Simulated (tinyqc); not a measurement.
Vacuum evaporation: vapour pressure, source flux, thickness distribution, purity and step coverage: one step, computed by the program tinyqc.

Molecular flow, unit sticking of the metal, no re-evaporation. The background gas is taken as water vapour (18.015 g/mol, collision diameter 0.37 nm) at 300 K.

Problem. Vapour pressure and flux. log10(p_v/Pa) = A - B/T; flux from the surface Phi = p_v/sqrt(2 pi m k_B T), m = M u. Mass loss = Phi x area x m; heat of evaporation = ln(10) R B; d ln Phi/dT = ln(10) B/T^2 - 1/(2 T).

Inputs (values chosen for the exercise, modelled on germanium, with constants for the liquid):
```
quantity                    value   unit
molar mass M                72.63  g/mol
vapour-pressure constant A  10.68      -
vapour-pressure constant B  17600      K
source temperature T         1740      K
source area                   2.7   cm^2
```

Constants: u = 1.6605390666e-27 kg; k_B = 1.380649e-23 J/K; R = 8.314462618 J/(mol K).

Give: vapour pressure p_v; flux Phi; mass loss; heat of evaporation; change of flux per kelvin.

Solution.

vapour pressure p_v = 3.6733 Pa

flux Phi = 2.7225e+18 1/(cm^2 s)

mass loss = 3.1915 g/h

heat of evaporation = 336.95 kJ/mol

change of flux per kelvin = 1.3098 %/K

Holding the rate to 1 % needs the temperature to about 0.76 K.
